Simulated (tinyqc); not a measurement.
Starting guesses with plain Roothaan steps: SCF starting guesses in the sto-6g basis, for BeH2, spin multiplicity 1. Computed by the program tinyqc with PySCF. RHF with one setting changed at a time; a run stops when the energy changes by less than 1e-09 hartree and the error matrix is below 1e-5. Starts: the lowest orbitals of the core Hamiltonian, of the Wolfsberg-Helmholz matrix (K = 1.75), projected atomic densities, random orbitals, and the highest orbitals of the core Hamiltonian (a deliberately bad start).

Geometry (angstrom):
```
atom,x,y,z
Be,0.0000,0.0000,0.0000
H,0.0000,1.5520,0.1340
H,0.0000,-1.4950,0.1290
```

lowest restricted solution found by these runs and by PySCF = -15.686313 hartree

Largest element of the error matrix X^T (FDS - SDF) X:
```
iteration,core,Wolfsberg-Helmholz,atomic densities,random,highest core orbitals
1,5.6e-01,1.6e-01,2.9e-01,2.9e+00,1.1e-01
2,2.8e-02,1.9e-02,1.1e-01,3.5e-01,3.6e-01
3,4.4e-03,4.2e-03,2.4e-02,3.4e-02,3.1e-01
4,1.5e-03,1.1e-03,6.3e-03,7.0e-03,3.7e-02
5,5.2e-04,3.6e-04,1.7e-03,3.5e-03,7.8e-03
6,1.8e-04,1.3e-04,4.8e-04,1.8e-03,2.0e-03
8,2.2e-05,1.6e-05,3.7e-05,4.5e-04,1.5e-04
10,3.5e-06,-,3.0e-06,1.2e-04,1.1e-05
14,-,-,-,7.5e-06,-
```

How each run ends:
```
run,iterations,E (hartree),state
core,10,-15.68631,lowest found
Wolfsberg-Helmholz,9,-15.68631,lowest found
atomic densities,10,-15.68631,lowest found
random,14,-15.68631,lowest found
highest core orbitals,11,-15.68631,lowest found
```

What does the comparison show, and why?

5 of 5 runs reach the lowest restricted solution found, in 9 to 14 iterations (fastest: Wolfsberg-Helmholz). The first errors are 6e-01, 2e-01, 3e-01, 3e+00, 1e-01; the deliberately bad start has the smallest one, so a small first error does not mark a good start.
